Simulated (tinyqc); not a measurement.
Temperature: carrier statistics of a doped semiconductor with parabolic bands.

Eg(T) = Eg0 - al T^2/(T + be); m_de = Mv^(2/3) (ml mt^2)^(1/3); m_dh = (mhh^(3/2) + mlh^(3/2))^(2/3); Nc and Nv from N = 2 (m kB T/(4 pi c))^(3/2) with c = hbar^2/2m0, in 1/angstrom^3; times 1e24 for 1/cm^3.

Energies are counted from Ev, so Ec = Eg. n = Nc F_1/2((EF - Eg)/kT), p = Nv F_1/2(-EF/kT), ND+ = ND/(1 + 2 exp((EF - Eg + ED)/kT)), NA- = NA/(1 + 4 exp((EA - EF)/kT)); neutrality asks p + ND+ = n + NA-. F_j(eta) = (1/Gamma(j + 1)) integral_0^infinity x^j dx/(1 + exp(x - eta)), which tends to exp(eta) for eta << 0.

Constants: hbar^2/2m0 = 3.80998211 eV angstrom^2; kB = 8.617333262e-05 eV/K.

Parameters, chosen for this exercise (near those of SiC; the results hold for these values, not for the real material): Eg0 = 3.286 eV (gap at 0 K); al = 0.000659 eV/K (Varshni alpha); be = 1294 K (Varshni beta); ml = 0.329 m0 (longitudinal electron mass); mt = 0.416 m0 (transverse electron mass); Mv = 3 (equivalent valleys); mhh = 1.01 m0 (heavy-hole mass); mlh = 0.451 m0 (light-hole mass); ND = 9.7e+17 1/cm^3 (donors); NA = 2.3e+18 1/cm^3 (acceptors); ED = 0.0584 eV (donor level below Ec); EA = 0.197 eV (acceptor level above Ev).

Neutrality solved at each temperature; ni = sqrt(Nc Nv) exp(-Eg/2kT).

Carriers (1/cm^3):

| T (K) | EF (eV) | n | p | majority / \|ND - NA\| | ni | Eg (eV) |
|---|---|---|---|---|---|---|
| 30 | 0.1998 | <1e-99 | 2.88e-16 | 2.17e-34 | <1e-99 | 3.2856 |
| 77 | 0.2041 | <1e-99 | 1.88e+05 | 1.41e-13 | 1.14e-89 | 3.2832 |
| 120 | 0.2081 | <1e-99 | 1.53e+10 | 1.15e-08 | 8.47e-51 | 3.2793 |
| 200 | 0.2155 | 1.15e-58 | 6.70e+13 | 5.04e-05 | 8.78e-23 | 3.2684 |
| 300 | 0.2249 | 2.86e-32 | 5.50e+15 | 0.00414 | 1.25e-08 | 3.2488 |
| 450 | 0.2458 | 2.12e-14 | 1.07e+17 | 0.0806 | 47.7 | 3.2095 |
| 600 | 0.2859 | 3.62e-05 | 3.70e+17 | 0.278 | 3.66e+06 | 3.1607 |
| 800 | 0.3643 | 570 | 7.29e+17 | 0.548 | 2.04e+10 | 3.0846 |
| 1000 | 0.4601 | 1.76e+07 | 9.65e+17 | 0.725 | 4.12e+12 | 2.9987 |

Give the missing row, T (K) = 50.

Computed row:
```
T (K)  EF (eV)       n       p  majority / |ND - NA|      ni  Eg (eV)
50      0.2016  <1e-99  0.0107              8.07e-21  <1e-99   3.2848
```

Ionisation is incomplete: the majority density is below 90 % of the net doping at 30, 50, 77, 120, 200, 300, 450, 600, 800 and 1000 K, down to a share of 2.2e-34. No listed temperature gives a majority density within 10 % of the net doping. The majority density never exceeds the net doping by 10 %; ni is 4.12e+12 1/cm^3 at 1000 K against a net doping of 1.33e+18. EF goes from 0.200 eV to 0.460 eV, where midgap is 1.499 eV and the intrinsic level (Boltzmann) 1.526 eV.

(tinyqc, `OMP_NUM_THREADS=1 python tinyqc.py 1681141 1681142 out.jsonl`, Intel(R) Xeon(R) Processor @ 2.30GHz, 1 thread, shared host, about 0.01 s.)
